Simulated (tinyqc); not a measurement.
Hot electrons in a saturated n-channel MOSFET, lucky-electron model: one step of the calculation.

Beyond pinch-off the lateral field grows as Esat cosh(y/l) over the velocity-saturated region (pseudo-two-dimensional model). Impact ionisation in this region gives the substrate current, which biases the body forward through Rsub. Currents are per width. Local-field laws: they overstate ionisation when the field peak is narrower than an energy relaxation length.

Question. Body bias from the substrate current. Cox = 3.9 eps0/tox. Overdrive g = Vg - VT + kb Vb; Vdsat = g Esat L/(g + Esat L); Id = Cox vs (g - Vdsat); dV = Vd - Id Rd - Vdsat; Em = sqrt((dV/l)^2 + Esat^2); Isub = Id (Ai/Bi) l Em exp(-Bi/Em). Vb(new) = Rsub Isub.

Inputs (values chosen for the exercise); values close to those of silicon n-channel devices:
- L = 0.25 um (channel length)
- tox = 5.2 nm (oxide thickness)
- VT = 0.41 V (threshold)
- vs = 8.4e6 cm/s (saturation velocity)
- Ai = 2e6 1/cm (ionisation prefactor)
- Bi = 1.64 MV/cm (ionisation field)
- Rd = 400 ohm um (resistance of the lightly doped drain)
- Rsub = 21000 ohm um (substrate resistance)
- kb = 0.33 (fall of VT per volt of forward body bias)
- Vd = 2.4 V (drain voltage)
- Vg = 1.6 V (gate voltage)

Constants: eps0 = 8.8541878128e-14 F/cm where lengths are in cm. Results are converted to the units shown.

Vb at the start = 0 V
l = 35.105555 nm
Esat = 0.045405405 MV/cm

Wanted: Vdsat; Id; dV; Em; Isub; Vb after iteration 1.

Answer.

Vdsat = 0.5810 V
Id = 339.7 uA/um
dV = 1.683 V
Em = 0.4816 MV/cm
Isub = 23.25 uA/um
Vb after iteration 1 = 0.4883 V

tinyqc, about 0.01 s, one thread, Intel Xeon 2.30GHz (shared host): `OMP_NUM_THREADS=1 python tinyqc.py 2550145 2550146 out.jsonl`
